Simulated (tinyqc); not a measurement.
Worked calculation: ion implantation: universal nuclear stopping, Lindhard-Scharff electronic stopping and a Gaussian range profile. Computed by tinyqc, a small Python program that keeps every step. Command: `OMP_NUM_THREADS=1 python tinyqc.py 3016369 3016370 out.jsonl implant walk`. One thread of a shared host (Intel(R) Xeon(R) Processor @ 2.30GHz), about 0.06 s of CPU time with the checks. Intermediate numbers are printed to about 6 digits and carried at full precision; extremes and crossings named in words are read from the listed rows.

An ion slows by elastic collisions with screened nuclei and by friction with electrons; channelling is ignored and the target is uniform.

Inputs (values chosen for the exercise, modelled on nitrogen ions in diamond):
```
quantity                                 value     unit
ion atomic number Z1                         7        -
ion mass M1                                 14        u
target atomic number Z2                      6        -
target mass M2                           12.01        u
target density N                         176.3   1/nm^3
ion energy E                                29      keV
scale factor of electronic stopping k      1.3        -
dose Q                                 2.1e+12   1/cm^2
background C_B                         1.3e+15   1/cm^3
displacement energy E_d                     40       eV
tilt angle                                  30  degrees
screen thickness d                          15       nm
```

Follow-up: tilt and screen oxide.

## Stopping at the entry energy

Reduced energy eps = 32.53 M2 E/(Z1 Z2 (M1 + M2)(Z1^0.23 + Z2^0.23)), E in keV; s_n = ln(1 + 1.1383 eps)/(2 (eps + 0.01321 eps^0.21226 + 0.19593 eps^0.5)) for eps up to 30 and ln(eps)/(2 eps) above; S_n = 8.462 Z1 Z2 M1 s_n/((M1 + M2)(Z1^0.23 + Z2^0.23)) in 1e-15 eV cm^2. S_e = k 3.83 Z1^(7/6) Z2/(Z1^(2/3) + Z2^(2/3))^(3/2) sqrt(E/M1) in 1e-15 eV cm^2, E in keV. dE/dx = N (S_n + S_e); 1e-15 eV cm^2 = 0.1 eV nm^2.

reduced energy eps = 3.37337

s_n = 0.210234

S_n = 13.0810 x 1e-15 eV cm^2

S_e = 22.6645 x 1e-15 eV cm^2

energy loss dE/dx = 630.194 eV/nm

Electronic stopping carries 63 % of the loss at entry.

## Range and straggle

Path length R = int_0^E dE'/(N (S_n + S_e)); energy lost to nuclei nu = int_0^E S_n/(S_n + S_e) dE' (both with E' = E y^3 and 64 Gauss-Legendre points in y). Estimates of Lindhard type: R_p = R/(1 + M2/(3 M1)), straggle dR_p = (2/3) R_p sqrt(M1 M2)/(M1 + M2).

path length R = 52.1776 nm

projected range R_p = 40.5751 nm

straggle dR_p = 13.4854 nm

energy lost to nuclei nu = 15.8089 keV

55 % of the energy goes to nuclei over the whole path. Caution: the estimates of R_p and dR_p assume mainly nuclear stopping and an ion not much lighter than the target; here they are rough, and for light ions in heavy targets the straggle can be low by a factor of two or more.

## Gaussian profile

C(x) = C_p exp(-(x - R_p)^2/(2 dR_p^2)) with C_p = Q/(sqrt(2 pi) dR_p), 1 nm = 1e-7 cm; the profile falls to the background at x_j = R_p + dR_p sqrt(2 ln(C_p/C_B)); the peak atomic fraction is C_p/N.

peak concentration C_p = 6.21250e+17 1/cm^3

Depth x_j where C falls to C_B = 87.9445 nm

peak atomic fraction = 3.52382e-06

## Damage

Kinchin-Pease count with efficiency 0.8: N_d = 0.8 nu/(2 E_d), taking all of nu as damage energy (an upper estimate, as recoils also lose energy to electrons). Spread over a depth R_p + dR_p, displacements per atom = Q N_d/(N (R_p + dR_p)).

displacements per ion N_d = 158.089

displacements per atom = 3.48328e-04

One displacement per atom would need a dose of 6.0e15 per cm^2 if no defects annealed.

## Tilt and screen

Depths scale with cos(tilt): R_p cos and dR_p cos (lateral straggle ignored); the screen stops like the target. Fraction in the substrate = (1/2) erfc((d - R_p cos)/(sqrt2 dR_p cos)); peak depth below the screen = R_p cos - d.

fraction in the substrate = 0.957685

peak depth below the screen = 20.1390 nm

4.2 % of the dose does not reach the substrate.

## Nuclear against electronic stopping over energy

The formulas are those given above.

Stopping (1e-15 eV cm^2) and range:
```
E (keV)          eps      S_n      S_e   R (nm)      nu/E
1        1.16323e-01  20.1998   4.2087    3.517  0.858746
2        2.32646e-01  21.6980   5.9520    5.679  0.831948
5        5.81615e-01  21.2783   9.4109   11.447  0.774483
10       1.16323e+00  18.8999  13.3091   20.435  0.705707
20       2.32646e+00  15.2453  18.8219   37.548  0.608518
50       5.81615e+00  10.0162  29.7600   83.753  0.443261
100      1.16323e+01   6.7058  42.0870  147.880  0.313875
200      2.32646e+01   4.2535  59.5200  248.742  0.204252
500      5.81615e+01   2.1734  94.1094  461.549  0.104363
```

Nuclear stopping peaks near 2 keV among these rows (eps = 0.23; the universal curve peaks near 0.3). Electronic stopping overtakes it between 10 and 20 keV. The path length grows as E^0.69 at the low end and E^0.67 at the high end; constant stopping would give E^1, and stopping that rises with E, be it nuclear (below its peak) or electronic, gives a lower exponent.

Checks made by the program: range against adaptive quadrature (relative difference 2e-06).
